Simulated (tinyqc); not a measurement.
Ideality, saturation current and resistance from three points.

Problem. Well above the saturation current a diode obeys V = n Vt ln(I/I0) + I Rs. Find n, Rs and I0.

Parameters, values chosen for the exercise:
- T = 300 K (temperature)

Constants: q = 1.602176634e-19 C, kB = 1.380649e-23 J/K, Vt = kB T/q. Results are converted to the units shown.

currents (A): [8e-6, 0.0004, 0.01]
voltages (V): [0.45070040, 0.62069900, 0.81067487]

Answer. V is linear in the three unknowns n Vt, Rs and -n Vt ln I0, so three points give a linear system.

n = 1.660
Rs = 5.400 ohm
I0 = 2.200e-10 A

Numbers from tinyqc (`OMP_NUM_THREADS=1 python tinyqc.py 2260011 2260012 out.jsonl`; about 0.01 s on one thread of a shared Intel Xeon 2.30GHz).
